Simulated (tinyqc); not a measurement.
# From one set of inputs to another, one input at a time

Model: scattering rates of a carrier in a spherical band by Fermi's golden rule. Computed by tinyqc, a small Python program. Command: `OMP_NUM_THREADS=1 python tinyqc.py 3022239 3022240 out.jsonl scatter ladder`. One thread of a shared host (Intel(R) Xeon(R) Processor @ 2.30GHz), about 0.02 s of CPU time with the checks.

All processes here are isotropic or elastic, and the rate listed is the momentum relaxation rate.

The inputs printed are set A. Set A is modelled on electrons in diamond; the values taken over come from a set modelled on holes in germanium. Inputs not listed in the table keep their values of set A, so the rows need not describe a real material.

Inputs (values chosen for the exercise, modelled on electrons in diamond):

| quantity | value | unit |
|---|---|---|
| density-of-states mass of one valley m | 0.479 | m_0 |
| non-parabolicity alpha | 0.19 | 1/eV |
| static permittivity eps_s | 5.7 | - |
| density rho | 3515 | kg/m^3 |
| sound velocity v_l | 18700 | m/s |
| acoustic deformation potential D_A | 7.9 | eV |
| phonon energy hbar w | 138 | meV |
| optical or intervalley deformation potential D_o | 7.2 | 1e8 eV/cm |
| final valleys Z_f | 5 | - |
| ionised impurity density N_I | 4.3e+16 | 1/cm^3 |
| temperature T | 77 | K |
| carrier energy E | 8.5 | meV |
| alloy fraction x | 0.18 | - |
| alloy potential U | 0.56 | eV |
| lattice constant a | 3.57 | angstrom |

Crystal: non-polar. Band: Kane. Impurity formula: Brooks-Herring. Further scattering: alloy.

Constants: k_B = 8.617333262e-05 eV/K; eps_0 = 8.8541878128e-12 F/m; k_B = 1.380649e-23 J/K; e = 1.602176634e-19 C; hbar = 1.054571817e-34 J s; m_0 = 9.1093837015e-31 kg; hbar = 6.582119569e-16 eV s.

Method:
- Phonon occupation N_q = 1/(exp(hbar w/(k_B T)) - 1).
- Debye screening by free carriers of density N_I: L_s = sqrt(eps_s eps_0 k_B T/(e^2 N_I)).
- Kane band: hbar^2 k^2/(2 m) = E (1 + alpha E), speed v = hbar k/(m (1 + 2 alpha E)), states per spin, volume and energy g(E) = m k (1 + 2 alpha E)/(2 pi^2 hbar^2); overlap factors are set to 1. Masses are multiplied by m_0 and all formulas are in SI units.
- Acoustic deformation potential (elastic, equipartition, absorption and emission together): 1/tau = 2 pi k_B T D_A^2 g(E)/(hbar rho v_l^2).
- Singly charged impurities, momentum relaxation: 1/tau = N_I e^4 m (1 + 2 alpha E) Phi/(8 pi (eps_s eps_0)^2 hbar^3 k^3), with alpha = 0 for a parabolic band.
- Brooks-Herring: Phi = ln(1 + b) - b/(1 + b), b = 4 k^2 L_s^2.
- Optical or intervalley deformation potential: 1/tau = (pi Z_f D_o^2/(rho w)) [N_q g(E + hbar w) + (N_q + 1) g(E - hbar w)], with g = 0 below the band edge.
- Alloy disorder: 1/tau = (2 pi/hbar) Omega x (1 - x) U^2 g(E), Omega = a^3/4 (other conventions for Omega rescale U).
- Rates add: 1/tau_m is the sum, and the mean free path is v tau_m.

Each row keeps all changes above it:

| input moved | from | to | acoustic rate (1/s) | ionised-impurity rate (1/s) | mean free path (nm) |
|---|---|---|---|---|---|
| set A | - | - | 5.3858e+10 | 1.0040e+13 | 7.422 |
| density-of-states mass of one valley m (m_0) | 0.479 | 0.304 | 2.7231e+10 | 1.0210e+13 | 9.420 |
| sound velocity v_l (m/s) | 18700 | 5290 | 3.4028e+11 | 1.0210e+13 | 9.147 |
| alloy potential U (eV) | 0.56 | 0.42 | 3.4028e+11 | 1.0210e+13 | 9.246 |
| carrier energy E (meV) | 8.5 | 180 | 1.6945e+12 | 2.8821e+11 | 89.762 |
| optical or intervalley deformation potential D_o (1e8 eV/cm) | 7.2 | 8.1 | 1.6945e+12 | 2.8821e+11 | 80.435 |
| non-parabolicity alpha (1/eV) | 0.19 | 0.31 | 1.7813e+12 | 2.9199e+11 | 75.837 |
| phonon energy hbar w (meV) | 138 | 36.8 | 1.7813e+12 | 2.9199e+11 | 18.156 |

Which inputs carry the difference?

Acoustic rate goes from 5.39e10 to 1.78e12, a factor 33.1 in all. The largest single move comes from sound velocity v_l (a factor 12.5), and density-of-states mass of one valley m works against it (a factor 0.506). Ionised-impurity rate goes from 1.00e13 to 2.92e11, a factor 0.0291 in all. The largest single move comes from carrier energy E (a factor 0.0282). Mean free path goes from 7.42 to 18.2, a factor 2.45 in all. The largest single move comes from carrier energy E (a factor 9.71), and phonon energy hbar w works against it (a factor 0.239). The single moves hold for this order of the switches; the total does not depend on the order.

Caution (rows set A, density-of-states mass of one valley m, carrier energy E, optical or intervalley deformation potential D_o, non-parabolicity alpha, phonon energy hbar w): the largest acoustic phonon energy 2 hbar v_l k is not small against k_B T, so equipartition is a rough assumption. Caution (rows set A, density-of-states mass of one valley m, sound velocity v_l, alloy potential U): k times the effective Bohr radius is below 1, so the Born approximation behind the Brooks-Herring rate is rough. Caution (all rows): diamond forms no such random alloy, so the alloy term is a formal exercise. Caution (rows set A, density-of-states mass of one valley m, sound velocity v_l, alloy potential U): hbar/tau is more than half the carrier energy, so the golden rule and a sharp energy lose their meaning.

Extremes, crossings and ranges named in words are read from the listed rows.
